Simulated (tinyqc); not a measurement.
Worked calculation: optical gain and spontaneous emission in a bulk direct-gap semiconductor. Values are carried at full precision from step to step, so a last printed digit may differ when a step is redone from the rounded ones.

F_j(eta) = (1/Gamma(j + 1)) integral_0^infinity x^j dx/(1 + exp(x - eta)), which tends to exp(eta) for eta << 0.

Quasi-Fermi levels: n = Nc F_1/2(Fc/kT) and p = Nv F_1/2(Fv/kT), Fc counted up from the conduction edge and Fv down from the valence edge; Nc, Nv from N = 2 (m kB T/(4 pi c))^(3/2) with c = hbar^2/2m0, in 1/angstrom^3; times 1e24 for 1/cm^3, with me and (mhh^(3/2) + mlh^(3/2))^(2/3).

Constants: hbar^2/2m0 = 3.80998211 eV angstrom^2; kB = 8.617333262e-05 eV/K; fine-structure constant alpha = 0.007297352564; hbar = 6.58211957e-16 eV s; hbar c = 1973.269805 eV angstrom.

Parameters, chosen for this exercise (near those of GaN; the results hold for these values, not for the real material): me = 0.2069 m0 (electron mass); mhh = 1.349 m0 (heavy-hole mass); mlh = 0.2914 m0 (light-hole mass); n = 4e+18 1/cm^3 (injected density, n = p); T = 300 K; Eg = 3.519 eV (direct gap); Ep = 17.3 eV (Kane energy); nr = 2.63 (refractive index); E = 3.549 eV (photon energy).

## Quasi-Fermi levels

Solve for Fc and Fv.

kT = 0.025852 eV
Nc = 2.362e+18 1/cm^3
Nv = 4.327e+19 1/cm^3
Fc = 0.0288 eV
Fv = -0.0607 eV
Fc + Fv = -0.0320 eV

The separation of the quasi-Fermi levels is below the gap, so there is no gain at any energy. The quasi-Fermi level of the electrons lies inside the band, that of the holes in the gap.

## Absorption of the empty crystal

Parabolic bands, vertical transitions, no excitons. For each hole band j: mr = me mj/(me + mj); joint density of states J_j(E) = (mr/c)^(3/2) sqrt(E - Eg)/(2 pi^2), both spins, c = hbar^2/2m0; averaged matrix element |e.p|^2 = m0 Ep/6; alpha_j(E) = 4 pi^2 alpha_f c Ep J_j/(3 nr E) in 1/angstrom (alpha_f the fine-structure constant, listed as alpha among the constants), times 1e8 for 1/cm.

Evaluate at E for heavy and light holes.

mr, J and alpha of each hole band:
```
hole   mr (m0)  J (1/(eV angstrom^3))  alpha (1/cm)
heavy  0.17939              8.965e-05        6079.2
light  0.12099              4.966e-05        3367.4
```

The heavy-hole band gives 64 % of the total, 9447 1/cm.

## Occupations and gain at E

For band j the electron sits at Ee = (E - Eg) mr/me above its edge and the hole at Eh = (E - Eg) mr/mj; fe = 1/(1 + exp((Ee - Fc)/kT)), fh = 1/(1 + exp((Eh - Fv)/kT)); gain g = sum_j alpha_j (fe + fh - 1).

Use mr and alpha from the table.

Energies, occupations and gain of each hole band:
```
hole   Ee (eV)  Eh (eV)     fe     fh  g (1/cm)
heavy   0.0260   0.0040  0.527  0.076     -2418
light   0.0175   0.0125  0.607  0.056     -1137
```

total gain = -3555 1/cm

E - Eg = 0.0300 eV is above Fc + Fv = -0.0320 eV, so both bands give loss (Bernard-Duraffourg).

## Spontaneous emission

Spontaneous rate: R = integral of (nr E/(hbar c))^2/(pi^2 hbar) sum_j alpha_j fe fh dE, with alpha in 1/cm and (nr E/(hbar c))^2 in 1/cm^2 (1e16 per 1/angstrom^2); B = R/(n p); lifetime n/R.

Integrate over photon energy.

R = 9.35e+26 1/(cm^3 s)
B = 5.85e-11 cm^3/s
radiative lifetime = 4.28 ns

## Checks

- B at n = 1e13 1/cm^3 against the van Roosbroeck-Shockley value from alpha and ni^2 (cm^3/s): both 6.79e-11.

Program tinyqc; command `OMP_NUM_THREADS=1 python tinyqc.py 1651035 1651036 out.jsonl`; about 0.07 s on one thread of a shared Intel(R) Xeon(R) Processor @ 2.30GHz.
